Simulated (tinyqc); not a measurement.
# Current crowding under a contact, resistor ladder against the transmission-line model: what changes with what

A metal contact of length d and width W on a thin layer of the same width. The metal has no resistance, the sheet resistance under it equals Rsh, and current enters the layer at the front edge x = 0.

Parameters, values chosen for the exercise:
```
symbol,value,unit,meaning
Rsh,1600,ohm/sq,sheet resistance of the semiconductor layer
rc,2e-5,ohm cm^2,specific contact resistivity
d,0.2,um,contact length
W,12,um,contact width
```

Each table varies one quantity; the others keep the values above.

## Effect of the contact length

Transfer length Lt = sqrt(rc/Rsh); front resistance Rc = (Rsh Lt/W) coth(d/Lt); end resistance Re = (Rsh Lt/W)/sinh(d/Lt).

Effect of the contact length:
```
d (um)	d/Lt	Rc W (ohm um)	rc/d (ohm um)	Re/Rc
0.12	0.1073	1.673e4	1.667e4	0.9943
0.18	0.1610	1.121e4	1.111e4	0.9872
0.27	0.2415	7551	7407	0.9715
0.41	0.3667	5095	4878	0.9363
0.62	0.5545	3550	3226	0.8638
0.93	0.8318	2625	2151	0.7319
1.4	1.252	2107	1429	0.5286
2.1	1.878	1874	952.4	0.2987
3.2	2.862	1801	625.0	0.1139
4.7	4.204	1790	425.5	0.02987
```

What does the table show?

Rc W falls from 16700 to 1790 ohm um, as d^(-0.99) between the first two rows. It levels off at sqrt(rc Rsh) = 1790 ohm um and, among the rows, is within 5 % of that from d = 2.1 um on (Lt = 1.12 um): metal beyond two transfer lengths lowers Rc by less than 4 %.

## Convergence with the number of cells

Cut the contact into n cells of length hc = d/n. Neighbouring cell centres are joined by a = W/(Rsh hc), each centre joins the metal (0 V) by g = W hc/rc, and I enters cell 1 through half a cell: -a v_(i-1) + b_i v_i - a v_(i+1) = I for i = 1 and 0 otherwise, b_i = g + 2 a (g + a at both ends). Rc = v_1/I + 1/(2 a). The error is against Transfer length Lt = sqrt(rc/Rsh); front resistance Rc = (Rsh Lt/W) coth(d/Lt); end resistance Re = (Rsh Lt/W)/sinh(d/Lt).

Convergence with the number of cells:
```
n	hc/Lt	Rc (ohm)	error (%)
1	0.17889	846.67	0.530
2	0.089443	843.32	0.133
4	0.044721	842.48	0.0332
8	0.022361	842.27	8.29e-3
16	0.011180	842.22	2.07e-3
32	0.0055902	842.21	5.18e-4
64	0.0027951	842.20	1.30e-4
```

What does the table show?

The exact Rc is 842.20 ohm. The error falls from 0.53 % to 1.3e-4 %, by a factor of 4.0 over the last doubling: second order in the cell length.

Numbers from tinyqc (`OMP_NUM_THREADS=1 python tinyqc.py 2760040 2760041 out.jsonl`; about 0.01 s on one thread of a shared Intel Xeon 2.30GHz).
